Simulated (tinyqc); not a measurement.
# Trap density from the barrier height

Question. In a partly depleted grain with all boundary traps filled, 2 N W = Qt and VB = q N W^2/(2 eps0 eps_r). Find Qt, W and the doping at which VB would equal Vt.

Values chosen for this exercise: temperature T = 350 K; relative permittivity eps_r = 11.7.

Constants: q = 1.602176634e-19 C, kB = 1.380649e-23 J/K, Vt = kB T/q, eps0 = 8.8541878128e-14 F/cm where lengths are in cm. Results are converted to the units shown.

doping = 1.8e18 cm^-3
barrier height = 0.22726312 V

Answer. Eliminating W gives VB = q Qt^2/(8 eps0 eps_r N), which falls as 1/N.

Qt = 4.600e12 cm^-2
W = 12.78 nm
doping for VB = Vt = 1.356e19 cm^-3

Numbers from tinyqc (`OMP_NUM_THREADS=1 python tinyqc.py 2830028 2830029 out.jsonl`; about 0.01 s on one thread of a shared Intel Xeon 2.30GHz).
